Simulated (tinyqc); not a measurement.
Pair lines: donor-acceptor pair recombination.

h nu = Eg - ED - EA + q/(eps R), q = e^2/(4 pi eps0); shell j lies at R = a_lat sqrt(j/2) for the same sublattice and a_lat sqrt(j/2 - 5/16) for opposite ones (on the same sublattice shells 14, 30, 46, 56, 62, ... are empty, where 2j has the form 4^a (8b + 7)); rate W = W0 exp(-2R/aD) with the donor radius aD = q/(2 eps ED). Polarisation and overlap terms, which matter for close pairs, are left out.

Constants: e^2/(4 pi eps0) = 14.39964547 eV angstrom.

Values chosen for the exercise (near those of impurities in InP; shifted at random, so the results belong to these values and not to a real crystal):

| symbol | value | unit | meaning |
|---|---|---|---|
| a_lat | 5.869 | angstrom | lattice constant |
| Eg | 1.438 | eV | gap |
| ED | 6.5 | meV | donor binding |
| EA | 42.6 | meV | acceptor binding |
| eps | 12.2 |  | dielectric constant |
| W0 | 0.35 | x 1e7/s | rate at zero distance |
| kind | same |  | sublattices of donor and acceptor |
| shells | (998, 1219, 2904, 4555, 6108, 7368, 13608) |  | shell numbers |

Energy, rate and lifetime for each shell.

Lines:

| shell | R (angstrom) | Coulomb (meV) | h nu (eV) | step to the next shell (meV) | 1/W (microsecond) |
|---|---|---|---|---|---|
| 998 | 131.10 | 9.0 | 1.3979 | 0.0045 | 5.13 |
| 1219 | 144.89 | 8.1 | 1.3970 | 0.0033 | 6.95 |
| 2904 | 223.64 | 5.3 | 1.3942 | 0.00091 | 39.4 |
| 4555 | 280.09 | 4.2 | 1.3931 | 0.00046 | 137 |
| 6108 | 324.34 | 3.6 | 1.3925 | 0.00030 | 362 |
| 7368 | 356.22 | 3.3 | 1.3922 | 0.00022 | 731 |
| 13608 | 484.11 | 2.4 | 1.3913 | 9.0e-05 | 1.22e+04 |

limit for distant pairs = 1.3889 eV
aD = 90.8 angstrom

What can be read from this table?

The lines crowd together, on average as R^-3: the step falls from 0.0045 to 9e-05 meV, so distant pairs merge into a band. Close pairs emit higher and 2.38e+03 times faster over this table, so the band shifts to lower energy with delay and to higher energy with stronger pumping. All these lines lie below Eg, and R/aD runs from 1.4 up.

tinyqc: `OMP_NUM_THREADS=1 python tinyqc.py 1282374 1282375 out.jsonl`; about 0.06 s, one thread, shared Intel(R) Xeon(R) Processor @ 2.30GHz.
